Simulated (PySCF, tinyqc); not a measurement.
CISD on RHF in the sto-3g basis, for H3+, spin multiplicity 1, step by step. The lowest restricted solution is unstable here: a spin-polarised one lies 0.0063 hartree lower (PySCF). One step of it, computed by the program tinyqc.

Task: CISD: roots. Diagonalise (each vector has its largest component positive (the first on a tie)); all determinants have Ms = 0, so triplets appear too. The lowest singlet root is the correlation energy.

Occupation strings over the orbitals (2 doubly, a alpha, b beta, 0 empty; spin orbitals ordered 1a 1b 2a 2b ...): 200 a0b b0a 020 002

H - E(HF) between determinants (hartree), lower triangle:
```
          200        a0b       b0a       020       002
200  0.000000
a0b  0.000000   0.592648
b0a  0.000000  -0.142348  0.592648
020  0.147365  -0.145403  0.145403  0.602912
002  0.142348  -0.011767  0.011767  0.161587  1.212380
```

Give: lowest roots of this matrix, relative to E(HF); lowest vectors; <S^2> of these roots; weight of the ground state by excitation level 0, 1, 2, ....

Result:

lowest roots of this matrix, relative to E(HF) (hartree): -0.045  0.450  0.453  0.856  1.286

lowest vectors:
```
     root 1  root 2  root 3  root 4
200   0.970   0.000   0.195  -0.040
a0b  -0.042   0.707   0.396   0.576
b0a   0.042   0.707  -0.396  -0.576
020  -0.219   0.000   0.783  -0.504
002  -0.082   0.000  -0.191   0.283
```

<S^2> of these roots: 0.000  2.000  0.000  0.000  0.000

weight of the ground state by excitation level 0, 1, 2, ...: 0.942  0.004  0.055
